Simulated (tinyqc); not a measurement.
Mobility of a non-polar semiconductor in the relaxation-time approximation: one step, computed by the program tinyqc. Command: `OMP_NUM_THREADS=1 python tinyqc.py 3029214 3029215 out.jsonl rta walk`. One thread of a shared host (Intel(R) Xeon(R) Processor @ 2.30GHz), about 0.01 s of CPU time with the checks.

Each valley is treated as a sphere of mass m_d for states and rates, with one isotropic relaxation time; the conductivity mass m_c sets the current.

Question. Fermi level and screening. Kane band: hbar^2 k^2/(2 m) = E (1 + alpha E), speed v = hbar k/(m (1 + 2 alpha E)), states per spin, volume and energy g(E) = m k (1 + 2 alpha E)/(2 pi^2 hbar^2); overlap factors are set to 1. Here m = m_d. Masses are multiplied by m_0 and all formulas are in SI units. The reduced Fermi level eta = E_F/(k_B T) solves n = 2 Z int g f dE with f = 1/(1 + exp(x - eta)) (Z = 1 unless valleys are given); screening length L_s = sqrt(eps_s eps_0 k_B T/(e^2 dn/deta)), dn/deta = 2 Z int g f (1 - f) dE. Integrals over x = E/(k_B T) use 160 Gauss-Legendre points in u = sqrt(x) from 0 to sqrt(max(eta, 0) + 32).

Inputs (values chosen for the exercise, modelled on electrons in diamond):

| quantity | value | unit |
|---|---|---|
| equivalent valleys Z | 6 | - |
| non-parabolicity alpha | 0.21 | 1/eV |
| static permittivity eps_s | 5.7 | - |
| carrier density n | 1.3e+18 | 1/cm^3 |
| temperature T | 250 | K |

Band: Kane. Impurity formula: Conwell-Weisskopf. Further scattering: none.

density-of-states mass m_d = 0.4967754 m_0

Constants: k_B = 8.617333262e-05 eV/K; m_0 = 9.1093837015e-31 kg; e = 1.602176634e-19 C; hbar = 1.054571817e-34 J s; eps_0 = 8.8541878128e-12 F/m; k_B = 1.380649e-23 J/K.

Give: reduced Fermi level eta; screening length L_s.

Answer.

reduced Fermi level eta = -3.435

screening length L_s = 2.297 nm

The gas is non-degenerate (eta < -2), and L_s is close to the Debye length.
